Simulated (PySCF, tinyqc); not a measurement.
Worked calculation: MP2 on RHF in the sto-6g basis, frozen core, for B+, spin multiplicity 1. The lowest restricted solution is unstable here: a spin-polarised one lies 0.0000 hartree lower (PySCF). One step of it, computed by the program tinyqc.

Question. Second-order Moller-Plesset energy. E2 = sum_ijab (ia|jb) [2 (ia|jb) - (ib|ja)] / (e_i + e_j - e_a - e_b) over occupied i, j and virtual a, b; the opposite-spin part is (ia|jb)^2 / denominator, the rest is same-spin, and SCS-MP2 scales them by 6/5 and 1/3.

orbital energies (hartree): MO1 -8.081781, MO2 -0.848596, MO3 -0.203732, MO4 -0.203732, MO5 -0.203732

Two-electron integrals over orbitals (pq|rs), unique and non-zero (hartree); the lowest 1 orbital is frozen and left out:
```
(22|22) 0.527884   (32|32) 0.112848   (33|22) 0.534729   (33|33) 0.587109
(42|42) 0.112848   (43|43) 0.031641   (44|22) 0.534729   (44|33) 0.523827
(44|44) 0.587109   (52|52) 0.112848   (53|53) 0.031641   (54|54) 0.031641
(55|22) 0.534729   (55|33) 0.523827   (55|44) 0.523827   (55|55) 0.587109
```

Hartree-Fock energy = -24.19056245 hartree

Give: Terms; Pair energies; MP2 correlation energy; SCS-MP2 correlation energy; MP2 total energy.

Answer.

Terms:
```
i  j  a  b  (ia|jb)  (ib|ja)  denominator     term
2  2  3  3   0.1128   0.1128      -1.2897  -0.0099
2  2  4  4   0.1128   0.1128      -1.2897  -0.0099
2  2  5  5   0.1128   0.1128      -1.2897  -0.0099
```

Pair energies (hartree; pair i-j sums ij and ji):
```
pair  opposite spin  same spin
2-2         -0.0296     0.0000
```

MP2 correlation energy = -0.029622 hartree

SCS-MP2 correlation energy = -0.035546 hartree

MP2 total energy = -24.220184 hartree
